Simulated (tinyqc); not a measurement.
Kinetic Monte Carlo and master equation for a particle on a ring of sites with traps and bias. Changing the scale factor s of the disorder. Computed by tinyqc, a small Python program. Command: `OMP_NUM_THREADS=1 python tinyqc.py 3011065 3011066 out.jsonl kmc sweep`. One thread of a shared host (Intel(R) Xeon(R) Processor @ 2.30GHz), about 0.01 s of CPU time with the checks.

8 sites on a ring, numbered 1 to 8. The saddle between i and i+1 lies at E0 + s b_i and site i at s eps_i; a force F tilts the landscape, with the saddle half-way.

Inputs (values chosen for the exercise, for a model defect):
```
quantity,value,unit
reference barrier E0,0.46,eV
attempt frequency nu,4,THz
temperature T,380,K
site spacing a,2.9,angstrom
force F along the ring,0.011,eV/angstrom
```

Disorder: site traps.

site energies eps_i (eV): [-0.088, -0.046, -0.032, 0, -0.018, 0, 0, -0.037]

saddle shifts b_i between sites i and i+1 (eV): [0, 0, 0, 0, 0, 0, 0, 0]

Constants: k_B = 8.617333262e-05 eV/K.

Method:
- Rates: k(i to i+1) = nu exp(-(E0 + s b_i - s eps_i - F a/2)/(k_B T)), k(i to i-1) = nu exp(-(E0 + s b_(i-1) - s eps_i + F a/2)/(k_B T)).
- Share right = k right/(k right + k left); mean stay = 1/(k right + k left).
- Master equation dP/dt = W P, W_(i+1,i) = k right, W_(i-1,i) = k left, columns summing to zero. The steady state is its null vector; drift v = a sum P_i (k right - k left). D = a^2 lambda''(0)/2, where lambda(q) is the leading eigenvalue of W with right hops weighted by exp(q) and left hops by exp(-q).
- The slowest relaxation rate is minus the real part of the next eigenvalue of W. 1 angstrom = 1e-8 cm.
- At zero force D0 = a^2 nu exp(-E0/(k_B T)) / [<exp(-s eps/(k_B T))> <exp(s b/(k_B T))>], with means over the ring; Einstein relation v = D0 F/(k_B T); 1 angstrom = 1e-8 cm.

One run for each value:
```
scale factor s of the disorder,D0 over the value without disorder,drift velocity v (cm/s),slowest relaxation rate (1/s)
0.10,0.91555,0.085316,1.9136e+06
0.25,0.78981,0.073598,1.6849e+06
0.50,0.59008,0.054987,1.3664e+06
0.75,0.41456,0.038631,1.1138e+06
1.00,0.27348,0.025484,9.0979e+05
1.50,0.10050,0.009365,5.9465e+05
2.00,0.03136,0.002922,3.4099e+05
2.50,0.00893,0.000832,1.4188e+05
```

Describe and explain the trends.

Over the rows, D0 over the value without disorder falls from 0.916 to 0.00893 (exponent d ln y / d ln x -0.16 between the first rows and -5.6 between the last); drift velocity v (cm/s) falls from 0.0853 to 8.32e-4 (exponent d ln y / d ln x -0.16 between the first rows and -5.6 between the last); slowest relaxation rate (1/s) falls from 1.91e6 to 142000 (exponent d ln y / d ln x -0.14 between the first rows and -3.9 between the last). For the drift and D0, to first order in s only the mean of b - eps acts; beyond that high saddles and deep sites weigh most in the two averages.

Extremes, crossings and ranges named in words are read from the listed rows.
